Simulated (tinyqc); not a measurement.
Worked calculation: a particle near a wafer in liquid: double-layer and van der Waals forces (DLVO), deposition barrier and removal. Computed by tinyqc, a small Python program that keeps every step. Command: `OMP_NUM_THREADS=1 python tinyqc.py 3111111 3111112 out.jsonl dlvo walk`. One thread of a shared host (Intel(R) Xeon(R) Processor @ 2.30GHz), about 0.01 s of CPU time with the checks. Intermediate numbers are printed to about 6 digits and carried at full precision; extremes and crossings named in words are read from the listed rows.

Sphere and flat wall, Derjaguin approximation, constant potentials in the linear-superposition form, no retardation and no hydration force.

Inputs (values chosen for the exercise, of the order of those for polymer latex on silicon in water):

| quantity | value | unit |
|---|---|---|
| particle radius R | 13 | nm |
| Hamaker constant A | 1.6e-20 | J |
| potential of the particle psi_1 | -18 | mV |
| potential of the wafer psi_2 | -15 | mV |
| salt concentration c | 0.019 | mol/L |
| valence z of the symmetric salt | 1 | - |
| temperature T | 293 | K |
| dielectric constant of the liquid | 80.2 | - |
| gap h | 1.7 | nm |
| contact distance h0 | 0.3 | nm |
| contact radius over R | 0.032 | - |
| viscosity | 0.77 | mPa s |

Constants: e = 1.602176634e-19 C; N_A = 6.02214076e+23 1/mol; eps_0 = 8.8541878128e-12 F/m; k_B = 1.380649e-23 J/K; k_B = 8.617333262e-05 eV/K.

## Screening

kappa^2 = 2 z^2 e^2 N_A (1000 c)/(eps eps_0 k_B T); gamma_i = tanh(z e psi_i/(4 k_B T)); Z = 64 pi eps eps_0 (k_B T/(z e))^2 gamma_1 gamma_2.

kappa = 0.452211 1/nm

Debye length = 2.21136 nm

gamma_1 = -0.176363

gamma_2 = -0.147439

Z = 2.36676 pN

kappa R = 5.87874

Like signs: the double layers repel.

## Energy and force at one gap

U(h) = Z R exp(-kappa h) - A R/(6 h); F(h) = -dU/dh = kappa Z R exp(-kappa h) - A R/(6 h^2), positive for repulsion.

double-layer energy = 3.52598 k_B T

van der Waals energy = -5.04095 k_B T

U(h) = -1.51497 k_B T

F(h) = -5.54521 pN

Caution: for kappa h below 1 linear superposition is only rough, and charge regulation matters.

## The curve

The formulas are those given above.

Against the gap:

| h (nm) | kappa h | U (k_B T) | F (pN) |
|---|---|---|---|
| 0.4 | 0.1809 | -15.0767 | -2.05055e+02 |
| 0.6 | 0.2713 | -8.4842 | -8.56890e+01 |
| 1.0 | 0.4522 | -3.7306 | -2.58146e+01 |
| 1.5 | 0.6783 | -1.8533 | -8.34667e+00 |
| 2.5 | 1.1305 | -0.9722 | -1.05448e+00 |
| 4.0 | 1.8088 | -0.8962 | 1.12988e-01 |
| 7.0 | 3.1655 | -0.9033 | -1.20411e-01 |
| 12.0 | 5.4265 | -0.6807 | -1.79544e-01 |
| 20.0 | 9.0442 | -0.4276 | -8.50239e-02 |
| 40.0 | 18.0884 | -0.2142 | -2.16665e-02 |

Caution: in rows where h is not small against R, A R/(6 h) overstates the van der Waals term. Caution: in rows with kappa h below 1 linear superposition is only rough.

## Barrier and secondary minimum

F = 0 reads x^2 exp(-x) = y with x = kappa h and y = A kappa/(6 Z); the left side peaks at x = 2 with 4/e^2 = 0.5413, so roots exist for smaller y: x < 2 is the barrier, x > 2 the secondary minimum.

y = 0.509512

position of the barrier = 3.42145 nm

barrier height = -0.885846 k_B T

position of the secondary minimum = 5.60254 nm

energy at the secondary minimum = -0.925853 k_B T

The maximum lies below zero, so nothing holds the particle off.

## Critical salt concentration

The barrier height is zero when U = 0 and F = 0 together: kappa h = 1 and kappa = 6 Z/(e A), e = 2.718282 here; c follows from kappa^2, with the potentials held fixed.

critical kappa = 0.326507 1/nm

critical concentration = 0.00990504 mol/L

## Adding salt

kappa scales as sqrt(c); potentials are held fixed. A dash marks rows without a maximum.

Against the concentration:

| c (mol/L) | Debye length (nm) | barrier at (nm) | barrier (k_B T) | minimum at (nm) | minimum (k_B T) |
|---|---|---|---|---|---|
| 9.91e-07 | 306.196 | 19.1645 | 6.69723 | 3.14211e+03 | -2.46156e-03 |
| 9.91e-06 | 96.828 | 11.0588 | 6.01003 | 8.52475e+02 | -8.91080e-03 |
| 9.91e-05 | 30.620 | 6.5351 | 4.83276 | 2.22598e+02 | -3.32025e-02 |
| 4.95e-04 | 13.700 | 4.6567 | 3.57391 | 8.38718e+01 | -8.54849e-02 |
| 1.98e-03 | 6.850 | 3.6178 | 2.11648 | 3.45226e+01 | -1.98976e-01 |
| 4.95e-03 | 4.332 | 3.1943 | 0.95590 | 1.83364e+01 | -3.56931e-01 |
| 8.91e-03 | 3.229 | 3.0667 | 0.14805 | 1.17321e+01 | -5.29390e-01 |
| 1.49e-02 | 2.497 | 3.1547 | -0.56619 | 7.43911e+00 | -7.65278e-01 |
| 2.97e-02 | 1.769 | - | - | - | - |

At low salt the barrier tends to Z R = 7.61 k_B T; it is half of that between 9.9e-5 and 4.9e-4 mol/L and changes sign at 0.0099 mol/L, while the secondary minimum deepens to -0.53 k_B T at 0.9 of that.

## Removing an attached particle

Adhesion F_a = A R/(6 h0^2) [1 + a^2/(R h0)] - kappa Z R exp(-kappa h0), a the contact radius. Drag in a shear flow F_d = 1.7 x 6 pi mu R^2 G, acting at 1.4 R; rolling starts when 1.4 R F_d = a F_a. Wall shear stress = mu G.

van der Waals adhesion = 402.277 pN

net adhesion F_a = 390.129 pN

wall shear stress for rolling = 1646.62 Pa

shear rate G = 2.13847e+06 1/s

Checks made by the program: force against a difference of U (relative difference below 1e-10).
